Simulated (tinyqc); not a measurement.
Ballast resistance and gain from the on-state line.

Inverse problem. At high current V = BV (1 + be)^(-1/n) + I Ro. Find Ro, the intercept and be.

Parameters, values chosen for the exercise:

| symbol | value | unit | meaning |
|---|---|---|---|
| BV | 10.2 | V | junction breakdown voltage |
| n | 3.1 |  | exponent of the multiplication |

V at I = 2.8 and 5.5 mA/um (V): [6.5291119, 7.3931119]

Solution. The slope is Ro; the intercept over BV is (1 + be)^(-1/n).

Ro = 320 ohm um
intercept = 5.63 V
be = 5.30

Program tinyqc, `OMP_NUM_THREADS=1 python tinyqc.py 2670146 2670147 out.jsonl`; Intel Xeon 2.30GHz, shared host, one thread, about 0.01 s.
